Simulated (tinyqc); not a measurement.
A finite superlattice with mass mismatch, transfer matrices: two steps of the calculation.

One electron of energy E comes from the left lead (band edge 0); no transverse momentum. Parabolic bands, masses in units of m0, C = hbar^2/(2 m0); psi and psi'/m are continuous at every interface. N periods of a barrier d1 followed by a well Lw; the right lead equals the left one.

Task 1. Product of the matrices. The matrix of the later layer stands to the left: M = M_n ... M_2 M_1; det M = 1.

M of layer 1:
```
            1            2
1  0.95374663  0.047257639
2  -1.9122275   0.95374663
```

M of layer 2:
```
             1              2
1  -0.94739737  -0.0078459917
2    13.056121    -0.94739737
```

Give: M of one period.

Result 1.

M of one period:
```
          1          2
1  -0.88857  -0.052255
2    14.264   -0.28658
```

Task 2. Transmission and reflection. The matrix M carries (psi, psi'/m) across the stack, and v = k/m in each lead. psi = 1 + r at the left edge (incident amplitude 1) and t at the right edge. With det M = 1, a = i vR M11 - M21 and b = -vL vR M12 - i vL M22: t = 2 i vL/(a - b), r = -(a + b)/(a - b), T(E) = (vR/vL) |t|^2, R(E) = |r|^2.

M^N:
```
            1             2
1  0.83662409  -0.019907844
2   5.4341923     1.0659709
```

vL = 40.792767 1/nm
vR = 40.792767 1/nm

Find: t; r; T(E); R(E).

Result 2.

t = 0.8431-0.4189i
r = 0.2389+0.2381i
T(E) = 0.8862
R(E) = 0.1138

T(E) + R(E) = 1: the current is conserved.

Range of the model: Masses are held fixed, although real bands cease to be parabolic a few tenths of an eV from their edges (inside a barrier too).

Numbers from tinyqc (`OMP_NUM_THREADS=1 python tinyqc.py 2560124 2560125 out.jsonl`; about 0.01 s on one thread of a shared Intel Xeon 2.30GHz).
